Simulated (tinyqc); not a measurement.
Worked calculation: valley splitting in a one-orbital chain of atomic planes (second-neighbour model). Values are carried at full precision from step to step, so a last printed digit may differ when a step is redone from the rounded ones.

Each (001) plane carries one orbital with energy e0, hopping v to the next plane and u to the second: E(phi) = e0 + 2 v cos(phi) + 2 u cos(2 phi), where phi = pi - k a/4 (the sign of every second orbital is chosen so that v > 0, which shifts the phase by pi). The minimum lies at cos(phi0) = -v/(4u), phi0 = pi - (pi/2) k0 for a valley at k0 (2 pi/a), and e0 puts it at zero. A slab of N planes has hard walls: the matrix simply ends.

Constants: hbar^2/2m0 = 3.80998211 eV angstrom^2.

Inputs chosen for the exercise (near those of the Delta valleys of silicon; abrupt walls in this chain split the valleys several times more than measured wells; the results hold for these values, not for the real material):
```
symbol  value  unit      meaning
a       5.44   angstrom  lattice constant; planes lie a/4 apart
k0      0.836  2 pi/a    position of the valley
ml      0.882  m0        longitudinal mass
N       12               planes in the small slab
```

## Hoppings from the valley position and mass

The curvature at the minimum is d2E/dphi2 = 8 u sin^2(phi0) = (2c/ml)/(a/4)^2 with c = hbar^2/2m0; v = -4 u cos(phi0); e0 = 2u + v^2/(4u).

phi0 = 1.82841 rad
u = 0.62440 eV
v = 0.63631 eV
e0 = 1.41091 eV

## The bulk band

E at phi = j pi/10.

Band:
```
phi/pi,E (eV)
0.0,3.9323
0.1,3.6316
0.2,2.8264
0.3,1.7730
0.4,0.7939
0.5,0.1621
0.6,0.0073
0.7,0.2770
0.8,0.7672
0.9,1.2109
1.0,1.3871
```

## Hamiltonian of the slab

e0 on the diagonal, v and u on the first and second off-diagonals.

H (eV), lower triangle:
```
,1,2,3,4,5,6,7,8,9,10,11,12
1,1.4109
2,0.6363,1.4109
3,0.6244,0.6363,1.4109
4,0,0.6244,0.6363,1.4109
5,0,0,0.6244,0.6363,1.4109
6,0,0,0,0.6244,0.6363,1.4109
7,0,0,0,0,0.6244,0.6363,1.4109
8,0,0,0,0,0,0.6244,0.6363,1.4109
9,0,0,0,0,0,0,0.6244,0.6363,1.4109
10,0,0,0,0,0,0,0,0.6244,0.6363,1.4109
11,0,0,0,0,0,0,0,0,0.6244,0.6363,1.4109
12,0,0,0,0,0,0,0,0,0,0.6244,0.6363,1.4109
```

## Levels and the valley doublet

Diagonalise H. The two lowest levels are the doublet made from the valleys at +k0 and -k0; give their splitting, the weights of the lowest state, and its parity under reversal of the planes.

levels (eV): 0.1070  0.1247  0.3927  0.4831  0.7748  0.9778  1.2144  1.2934  1.8696  2.6256  3.3013  3.7666

splitting = 17.73 meV

weights on the planes: 0.028  0.062  0.009  0.200  0.028  0.172  0.172  0.028  0.200  0.009  0.062  0.028

parity of the lowest state: odd

The mean of the doublet lies 0.1158 eV above the bulk minimum, and level 3 lies 0.2769 eV above that mean; the weights oscillate from plane to plane because the two valleys interfere.

## Checks

- Mean of the doublet for 400 planes against the effective-mass level with W = 402 a/4 (meV): both 0.1426.

Run: tinyqc, `OMP_NUM_THREADS=1 python tinyqc.py 1451263 1451264 out.jsonl`; Intel(R) Xeon(R) Processor @ 2.30GHz, one thread, shared host; about 0.02 s of CPU time with all checks.
